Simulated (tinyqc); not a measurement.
# Metal gate on a two-layer dielectric stack with fixed charge and a dipole: effects of single changes

Gate, layer 2, layer 1, p-type semiconductor; x runs from the gate inwards. Charges are counted in units of +q. psi is the band bending at the surface, positive towards inversion. Classical charge, Boltzmann statistics, no interface traps.

Inputs (values chosen for the exercise); band and dielectric values close to those of silicon, layer 1 close to silicon dioxide, layer 2 close to hafnium oxide:
- T = 300 K (temperature)
- Eg = 1.1 eV (band gap)
- eps_r = 11.6 (relative permittivity)
- Nc = 2.81e19 cm^-3 (conduction-band density of states at T)
- Nv = 2.66e19 cm^-3 (valence-band density of states at T)
- chi = 4.12 eV (electron affinity)
- Na = 1e17 cm^-3 (acceptor density)
- pM = 4.77 eV (work function of the gate metal)
- t1 = 1.4 nm (thickness of layer 1, next to the semiconductor)
- e1 = 3.87 (relative permittivity of layer 1)
- t2 = 5.2 nm (thickness of layer 2, next to the gate)
- e2 = 21.5 (relative permittivity of layer 2)
- Q1 = 5.8e10 cm^-2 (fixed charge at the semiconductor interface)
- Q2 = 1.5e12 cm^-2 (fixed charge between the layers)
- r1 = 8.9e18 cm^-3 (uniform charge density in layer 1)
- r2 = 1.4e18 cm^-3 (uniform charge density in layer 2)
- Vd = 0.33 V (flat-band shift by a dipole layer between the layers)

Constants: q = 1.602176634e-19 C, kB = 1.380649e-23 J/K, Vt = kB T/q, eps0 = 8.8541878128e-14 F/cm where lengths are in cm. Results are converted to the units shown.

Each table varies one quantity; the others keep the values above.

## Flat band against the thickness t2

EOT = 3.9 (t1/e1 + t2/e2), Cox = eps0/(t1/e1 + t2/e2); phi_ms = pM - (chi + Eg - Vt ln(Nv/Na)). Vfb = phi_ms + Vd - (q/eps0) [Q1 (t1/e1 + t2/e2) + Q2 t2/e2 + r1 (t1^2/(2 e1) + t1 t2/e2) + r2 t2^2/(2 e2)]: each charge counts with its electrical distance from the gate. ni = sqrt(Nc Nv) exp(-Eg/(2 Vt)), Eg in volts, pB = Vt ln(Na/ni), Vth = Vfb + 2 pB + sqrt(4 q eps0 eps_r Na pB)/Cox.

Flat band against the thickness t2:

| t2 (nm) | EOT (nm) | Vfb (V) | Vth (V) |
|---|---|---|---|
| 1 | 1.5922 | -0.044423 | 0.84075 |
| 2 | 1.7736 | -0.069789 | 0.82396 |
| 3 | 1.9550 | -0.096335 | 0.80599 |
| 4 | 2.1364 | -0.12406 | 0.78684 |
| 5 | 2.3178 | -0.15296 | 0.76652 |
| 6 | 2.4992 | -0.18304 | 0.74502 |
| 7 | 2.6806 | -0.21430 | 0.72233 |
| 8 | 2.8620 | -0.24673 | 0.69847 |

What does the table show?

Vfb falls from -0.0444 to -0.247 V and Vth falls from 0.841 to 0.698 V. The slope dVfb/dEOT is -140 mV/nm between the first two rows and -179 between the last two: the charge inside the growing layer bends the line. A line through the end rows meets EOT = 0 at 0.209 V, against phi_ms + Vd = 0.0243 V; an effective work function read from it is off by 515 mV from pM.

## Flat band against the thickness t1

Same model as above.

Flat band against the thickness t1:

| t1 (nm) | EOT (nm) | Vfb (V) | Vth (V) |
|---|---|---|---|
| 0.5 | 1.447 | -0.08580 | 0.7925 |
| 1 | 1.951 | -0.1222 | 0.7799 |
| 1.5 | 2.455 | -0.1691 | 0.7569 |
| 2 | 2.959 | -0.2263 | 0.7235 |
| 2.5 | 3.463 | -0.2940 | 0.6796 |
| 3 | 3.967 | -0.3720 | 0.6254 |
| 3.5 | 4.470 | -0.4605 | 0.5608 |
| 4 | 4.974 | -0.5593 | 0.4857 |

What does the table show?

Vfb falls from -0.0858 to -0.559 V and Vth falls from 0.793 to 0.486 V. The slope dVfb/dEOT is -72.3 mV/nm between the first two rows and -196 between the last two: the charge inside the growing layer bends the line. A line through the end rows meets EOT = 0 at 0.108 V, against phi_ms + Vd = 0.0243 V; an effective work function read from it is off by 414 mV from pM.

Program tinyqc, `OMP_NUM_THREADS=1 python tinyqc.py 2010172 2010173 out.jsonl`; Intel Xeon 2.30GHz, shared host, one thread, about 0.01 s.
